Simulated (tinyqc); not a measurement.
# Diameter from the threshold shift

Problem. Undoped body with a flat potential across it, hard walls, transport along x. One isotropic valley (g = 1, mx = my = mz = me). Non-parabolicity enters the subband edges through E (1 + al E) = gamma, so E = 2 gamma/(1 + sqrt(1 + 4 al gamma)); motion within a subband is taken as parabolic with the band-edge mass. Energies are counted from the bulk band edge. gamma = C (2 z/(t + dl))^2 (1/my + 1/mz)/2, z the zeros of the Bessel functions J_l (2.404826, 3.831706, 5.135622, 5.520078, ...), twofold for l > 0; the mean inverse mass is an approximation for anisotropic valleys, C = hbar^2/(2 m0). Each subband has N_k = g sqrt(2 mx m0 kB T/(pi hbar^2)); without degeneracy n = exp(EF/Vt) sum N_k exp(-E_k/Vt). Classical value Nc times pi t^2/4, Nc = sum over valleys of 2 g (m m0 kB T/(2 pi hbar^2))^1.5 with m = (mx my mz)^(1/3). Threshold shift dVT = Vt ln(classical value/sum N_k exp(-E_k/Vt)). Find t and the lowest subband edge.

Values chosen for this exercise; masses close to those of InAs: temperature T = 300 K; mass at the band edge me = 0.0228 m0; non-parabolicity al = 2.6 1/eV; widening of the box by penetration into the insulator dl = 0.2 nm.

Constants: q = 1.602176634e-19 C, kB = 1.380649e-23 J/K, hbar = 1.054571817e-34 J s, m0 = 9.1093837015e-31 kg, Vt = kB T/q, hbar^2/(2 m0) = 0.0380998212 eV nm^2. Results are converted to the units shown.

dVT = 92.577396 mV

Answer. dVT is evaluated for trial values of t with all subbands; between 1.5 and 25 nm one value matches.

t = 14.4 nm
E_1 = 134 meV

tinyqc, about 0.1 s, one thread, Intel Xeon 2.30GHz (shared host): `OMP_NUM_THREADS=1 python tinyqc.py 2350014 2350015 out.jsonl`
